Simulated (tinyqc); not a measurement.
# Vertical double-diffused power MOSFET, components of the on-resistance: effects of single changes

Stripe cells of pitch Wp + a, two channels a cell. Current flows through the channels, spreads in the accumulation layer, passes the gap between the p bodies and spreads at 45 degrees into the drift layer below them. Low drain voltage, full ionisation.

Parameters, values chosen for the exercise; bulk values close to those of 4H silicon carbide: temperature T = 300 K; relative permittivity eps_r = 9.49; critical-field constant Kc = 23900 V/cm per (cm^-3)^(1/8); rated breakdown voltage of the drift layer BV = 6500 V; drift mobility at 300 K mud = 803 cm^2/(V s); temperature exponent of the drift mobility bt = 2.6; gate oxide thickness (eps_r 3.9) tox = 80 nm; gate overdrive Vov = 11 V; channel mobility mch = 25 cm^2/(V s); accumulation-layer mobility mac = 100 cm^2/(V s); channel length Lc = 1.2 um; width of the p body in one cell, channels included Wp = 6 um; gap between neighbouring p bodies a = 4.5 um; depth of the p body xp = 1.9 um; doping of the gap over the drift doping Nj = 2; built-in voltage of the body junction Vbi = 2.91 V; substrate and contact resistance Rs = 0.26 mohm cm^2.

Constants: q = 1.602176634e-19 C, eps0 = 8.8541878128e-14 F/cm where lengths are in cm. Results are converted to the units shown.

Each table varies one quantity; the others keep the values above.

## On-resistance against the rated breakdown voltage of the drift layer

Triangular field at breakdown with Ec = Kc N^(1/8): BV = eps0 eps_r Ec^2/(2 q N), so N = (eps0 eps_r Kc^2/(2 q BV))^(4/3); W = 2 BV/Ec; mu = mud (T/300 K)^(-bt); rho = 1/(q mu N); ideal resistance rho W. Pitch p = Wp + a, Cox = 3.9 eps0/tox; zero-bias depletion in the gap w0 = sqrt(2 eps0 eps_r Vbi/(q N Nj)), open gap g = a - 2 w0; R_ch = Lc p/(2 mch Cox Vov); R_acc = 0.6 a p/(4 mac Cox Vov), 0.6 being an empirical factor for current leaving the layer along its length; R_gap = (rho/Nj) xp p/g; spreading depth t = min(W, (p - g)/2); R_drift = (rho p/2) ln((g + 2 t)/g) + rho (W - t); R_on = the sum with Rs.

The same in every row: R_ch (mohm cm^2) = 5.307; R_acc (mohm cm^2) = 1.493.

On-resistance against the rated breakdown voltage of the drift layer:

| BV (V) | R_gap (mohm cm^2) | R_drift (mohm cm^2) | R_on (mohm cm^2) | ideal (mohm cm^2) | largest term |
|---|---|---|---|---|---|
| 300 | 0.02147 | 0.03088 | 7.112 | 0.01749 | channel |
| 490 | 0.04233 | 0.08967 | 7.192 | 0.05963 | channel |
| 800 | 0.08430 | 0.2647 | 7.409 | 0.2031 | channel |
| 1300 | 0.1694 | 0.8121 | 8.042 | 0.6837 | channel |
| 2100 | 0.3455 | 2.542 | 9.947 | 2.268 | channel |
| 3500 | 0.7695 | 8.776 | 16.61 | 8.132 | drift |
| 5600 | 1.719 | 27.84 | 36.62 | 26.33 | drift |
| 9200 | 4.640 | 95.22 | 106.9 | 91.09 | drift |
| 15000 | 19.24 | 323.1 | 349.3 | 309.2 | drift |

R_on rises from 7.11 to 349 mohm cm^2. The channel term is the largest at BV = 300, the drift term from 3500 on. R_on is 407 times the ideal drift resistance in the first row and 1.13 times in the last. The ideal resistance goes as BV^(2.50), and R_on as BV^(2.42) between the last two rows.

## On-resistance against the width of the p body in one cell

Same model as above.

The same in every row: ideal (mohm cm^2) = 38.22.

On-resistance against the width of the p body in one cell:

| Wp (um) | R_ch (mohm cm^2) | R_acc (mohm cm^2) | R_gap (mohm cm^2) | R_drift (mohm cm^2) | R_on (mohm cm^2) | largest term |
|---|---|---|---|---|---|---|
| 3 | 3.791 | 1.066 | 1.619 | 39.15 | 45.89 | drift |
| 3.7 | 4.145 | 1.166 | 1.770 | 39.38 | 46.72 | drift |
| 4.7 | 4.650 | 1.308 | 1.986 | 39.73 | 47.94 | drift |
| 5.8 | 5.206 | 1.464 | 2.223 | 40.15 | 49.31 | drift |
| 7.2 | 5.914 | 1.663 | 2.526 | 40.74 | 51.10 | drift |
| 9 | 6.824 | 1.919 | 2.914 | 41.55 | 53.47 | drift |
| 11 | 7.835 | 2.204 | 3.346 | 42.54 | 56.18 | drift |
| 14 | 9.351 | 2.630 | 3.993 | 44.14 | 60.38 | drift |

R_on rises from 45.9 to 60.4 mohm cm^2. The drift term is the largest at Wp = 3 and in all other rows. R_on is 1.20 times the ideal drift resistance in the first row and 1.58 times in the last.

Computed by the program tinyqc: `OMP_NUM_THREADS=1 python tinyqc.py 2230115 2230116 out.jsonl`, one thread of a shared Intel Xeon 2.30GHz, about 0.01 s for the whole run.
